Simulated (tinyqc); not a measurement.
Elastic strain and critical thickness of a cubic alloy layer A(1-x)B(x) on a thick substrate. Changing the fraction x of B. Computed by tinyqc, a small Python program. Command: `OMP_NUM_THREADS=1 python tinyqc.py 3010993 3010994 out.jsonl misfit sweep`. One thread of a shared host (Intel(R) Xeon(R) Processor @ 2.30GHz), about 0.01 s of CPU time with the checks.

Strain is positive in tension. The layer is coherent with the substrate unless said otherwise.

Inputs (values chosen for the exercise, modelled on GaAs(1-x)P(x) on GaAs):

| quantity | value | unit |
|---|---|---|
| lattice constant a_A | 5.653 | angstrom |
| lattice constant a_B | 5.451 | angstrom |
| substrate lattice constant a_S | 5.653 | angstrom |
| layer thickness h | 67 | nm |
| X-ray wavelength | 1.540593 | angstrom |
| start of the iteration h0/b | 20 | - |

Growth plane: (001). Layer: uncapped. Misfit dislocation: 60-degree.

C11, C12, C44 of A (GPa): 116.5  52.76  59.16

C11, C12, C44 of B (GPa): 139  61.1  70.19

Method:
- a = (1 - x) a_A + x a_B, the same rule for each C_ij; misfit f = (a_S - a)/a, the in-plane strain of the coherent layer.
- (001): D = 2 C12/C11, M = C11 + C12 - 2 C12^2/C11. The free surface carries no normal stress, so e_perp = -D f; dV/V = 2 f + e_perp; stress = M f; energy per area = M f^2 h (1 GPa nm = 1 J/m^2).
- Reflection 004: d = a_perp/sqrt(16), with a_perp = a (1 + e_perp) for the coherent layer, a for the relaxed layer and a_S for the substrate; sin(theta) = lambda/(2 d).
- Voigt averages: G = (C11 - C12 + 3 C44)/5, B = (C11 + 2 C12)/3, nu = (3 B - 2 G)/(2 (3 B + G)); b = a/sqrt(2). The 60-degree dislocation has cos alpha = 1/2, and cos lambda = 1/2 on (001).
- Matthews-Blakeslee: h_c = A [ln(h_c/b) + 1], A = b (1 - nu cos^2 alpha)/(8 pi |f| (1 + nu) cos lambda), the factor 8 pi being that of an uncapped layer.
- Start at h0, put the right side back in, and stop when the change is below 1e-9 h or h turns negative.

One run for each value:

| fraction x of B | misfit f | in-plane stress (GPa) | critical thickness h_c (Matthews-Blakeslee) (nm) | peak separation of the coherent layer (arcsec) | biaxial modulus M (GPa) |
|---|---|---|---|---|---|
| 0.04 | 0.00143 | 0.175 | 112.7 | 366 | 122.5 |
| 0.13 | 0.00467 | 0.582 | 27.1 | 1197 | 124.7 |
| 0.22 | 0.00792 | 1.006 | 13.9 | 2039 | 127.0 |
| 0.32 | 0.01157 | 1.497 | 8.5 | 2986 | 129.5 |
| 0.50 | 0.01819 | 2.437 | 4.5 | 4725 | 133.9 |
| 0.59 | 0.02154 | 2.933 | 3.6 | 5612 | 136.2 |
| 0.68 | 0.02490 | 3.447 | 2.9 | 6511 | 138.4 |
| 0.78 | 0.02867 | 4.040 | 2.3 | 7523 | 140.9 |
| 0.87 | 0.03209 | 4.593 | 1.9 | 8448 | 143.2 |
| 0.96 | 0.03552 | 5.165 | 1.6 | 9386 | 145.4 |

Give the missing row, fraction x of B = 0.41.

Computed row; columns: (1) fraction x of B; (2) misfit f; (3) in-plane stress (GPa); (4) critical thickness h_c (Matthews-Blakeslee) (nm); (5) peak separation of the coherent layer (arcsec); (6) biaxial modulus M (GPa):
```
(1)       (2)    (3)  (4)   (5)    (6)
0.41  0.01487  1.958  6.0  3850  131.7
```

Interpolating between the two neighbouring rows (the first column on a logarithmic scale, the others too where they are positive) misses most in critical thickness h_c (Matthews-Blakeslee) (nm), by 0.54 %. Over the rows, misfit f rises from 0.00143 to 0.0355 (exponent d ln y / d ln x about 1.0 throughout); in-plane stress (GPa) rises from 0.175 to 5.16 (exponent d ln y / d ln x 1.0 between the first rows and 1.2 between the last); critical thickness h_c (Matthews-Blakeslee) (nm) falls from 113 to 1.61 (exponent d ln y / d ln x -1.2 between the first rows and -1.7 between the last). h_c |f| / 1 nm runs from 0.161 to 0.0573: it would be constant but for the logarithm and the drift of b and nu.

Caution (rows 0.590, 0.680, 0.780, 0.870, 0.960): above about 2 % misfit, linear elasticity is rough and compressed layers tend to form islands before dislocations. Caution (rows 0.780, 0.870, 0.960): a critical thickness of a few Burgers vectors is outside continuum elasticity and hangs on the core term.

Extremes, crossings and ranges named in words are read from the listed rows.
